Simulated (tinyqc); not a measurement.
Donor level screened by free carriers (Yukawa potential): one step. Units and screening length.

Screening wave number: Debye ks^2 = 4 pi q n/(eps kB T); Thomas-Fermi ks^2 = 6 pi q n/(eps EF) with EF = c (3 pi^2 n/gv)^(2/3)/m, c = hbar^2/2m0; the two are joined by 1/ks^2 = sqrt(1/ks_D^4 + 1/ks_TF^4). 1e18/cm^3 = 1e-6/angstrom^3, q = e^2/(4 pi eps0).

Constants: e^2/(4 pi eps0) = 14.39964547 eV angstrom; kB = 8.617333262e-05 eV/K; hbar^2/2m0 = 3.80998211 eV angstrom^2; Ry = 13.60569312 eV; a0 (Bohr radius) = 0.5291772105 angstrom.

Parameters, chosen for this exercise (near those of a donor in GaN, with one mean mass; not measured data):

| symbol | value | unit | meaning |
|---|---|---|---|
| m | 0.206 | m0 | mass |
| eps | 9.6 |  | dielectric constant |
| gv | 1 |  | valleys |
| T | 77 | K | temperature |
| n | 0.071 | x 1e18/cm^3 | free-carrier density |

Question. Give Ry* = Ry m/eps^2, a* = a0 eps/m, EF, the three values of ks, and x = ks a*.

Give: Ry*; a*; EF; ks: Debye, Thomas-Fermi, joined; x.

Answer.

Ry* = 30.412 meV
a* = 24.66 angstrom
EF = 3.04 meV

ks: Debye, Thomas-Fermi, joined (1/angstrom): 0.01420  0.02572  0.01389

x = 0.3425

EF/kB T = 0.46, so the Debye value, the smaller one, controls the screening. n is an outside input: with a bare binding above 3 kB T many donors can hold their electrons at this temperature, the more so the higher n/Nc.

Run: tinyqc, `OMP_NUM_THREADS=1 python tinyqc.py 1251321 1251322 out.jsonl`; Intel(R) Xeon(R) Processor @ 2.30GHz, one thread, shared host; about 0.01 s of CPU time with all checks.
